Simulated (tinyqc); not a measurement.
Hueckel theory of the pi electrons with the omega technique, for the molecule O=CC1=Cc2ccccc21 (SMILES; centres numbered as the heavy atoms are written), step by step. One step of it, computed by the program tinyqc.

Task: Orbitals, round 2. Diagonalise; E = alpha + x beta with beta < 0, so the largest x are filled first; degenerate levels share their electrons. P = sum n_i c_ri c_si; each orbital has its largest coefficient positive (the first on a tie).

matrix after round 1:
```
           1O        2C         3C        4C         5C        6C         7C        8C
1O   0.066063  0.950000   0.000000  0.000000   0.000000  0.000000   0.000000  0.000000
2C   0.950000  0.317690   1.000000  0.000000   0.000000  0.000000   0.000000  0.000000
3C   0.000000  1.000000  -0.137816  1.000000   0.000000  0.000000   0.000000  0.000000
4C   0.000000  0.000000   1.000000  0.457927   1.000000  0.000000   0.000000  0.000000
5C   0.000000  0.000000   0.000000  1.000000  -0.057534  1.000000   0.000000  0.000000
6C   0.000000  0.000000   0.000000  0.000000   1.000000  0.118426   1.000000  0.000000
7C   0.000000  0.000000   0.000000  0.000000   0.000000  1.000000  -0.030572  1.000000
8C   0.000000  0.000000   0.000000  0.000000   0.000000  0.000000   1.000000  0.100688
9C   0.000000  0.000000   0.000000  0.000000   0.000000  0.000000   0.000000  1.000000
10C  0.000000  0.000000   1.000000  0.000000   1.000000  0.000000   0.000000  0.000000

            9C       10C
1O    0.000000  0.000000
2C    0.000000  0.000000
3C    0.000000  1.000000
4C    0.000000  0.000000
5C    0.000000  1.000000
6C    0.000000  0.000000
7C    0.000000  0.000000
8C    1.000000  0.000000
9C   -0.018772  1.000000
10C   1.000000  0.093902
```

pi electrons, sum of z_r less the charge = 10

Give: x values; occupations; coefficients; charge and bond-order matrix P.

Result:

x values: 2.510  1.696  1.286  1.073  0.383  -0.133  -0.881  -1.093  -1.556  -2.374

occupations: 2.000  2.000  2.000  2.000  2.000  0.000  0.000  0.000  0.000  0.000

coefficients:
```
       MO1     MO2     MO3     MO4     MO5     MO6     MO7     MO8
1O   0.089  -0.239   0.362   0.328  -0.236   0.577   0.480   0.193
2C   0.229  -0.409   0.465   0.347  -0.079  -0.121  -0.479  -0.236
3C   0.418  -0.338   0.106  -0.049   0.219  -0.494   0.118   0.149
4C   0.418  -0.213  -0.355   0.025   0.606   0.316   0.020   0.221
5C   0.441   0.074  -0.400   0.065  -0.264   0.307  -0.144  -0.491
6C   0.255   0.340  -0.224   0.480  -0.309  -0.142  -0.273   0.416
7C   0.169   0.462   0.139   0.393   0.183  -0.271   0.416  -0.012
8C   0.174   0.458   0.407  -0.046   0.384   0.170  -0.082  -0.403
9C   0.250   0.269   0.343  -0.438  -0.074   0.231  -0.336   0.493
10C  0.459   0.003   0.041  -0.432  -0.414  -0.197   0.372  -0.127

        MO9    MO10
1O   -0.186  -0.074
2C    0.318   0.190
3C   -0.419  -0.441
4C    0.190   0.317
5C    0.036  -0.456
6C   -0.330   0.261
7C    0.516  -0.194
8C   -0.458   0.194
9C    0.242  -0.286
10C   0.086   0.480
```

charge and bond-order matrix P:
```
         1O      2C      3C      4C      5C      6C      7C      8C
1O    0.718   0.838   0.177  -0.350  -0.080   0.181   0.082  -0.104
2C    0.838   1.126   0.498  -0.042  -0.145   0.012   0.072  -0.009
3C    0.177   0.498   0.700   0.680   0.111  -0.247  -0.101   0.095
4C   -0.350  -0.042   0.680   1.429   0.304  -0.123   0.087   0.125
5C   -0.080  -0.145   0.111   0.304   0.868   0.679   0.060  -0.314
6C    0.181   0.012  -0.247  -0.123   0.679   1.112   0.602  -0.064
7C    0.082   0.072  -0.101   0.087   0.060   0.602   0.898   0.698
8C   -0.104  -0.009   0.095   0.125  -0.314  -0.064   0.698   1.110
9C   -0.087  -0.078   0.111  -0.261  -0.032  -0.219   0.057   0.596
10C   0.022   0.011   0.251  -0.171   0.534   0.059  -0.322  -0.082

         9C     10C
1O   -0.087   0.022
2C   -0.078   0.011
3C    0.111   0.251
4C   -0.261  -0.171
5C   -0.032   0.534
6C   -0.219   0.059
7C    0.057  -0.322
8C    0.596  -0.082
9C    0.900   0.699
10C   0.699   1.140
```
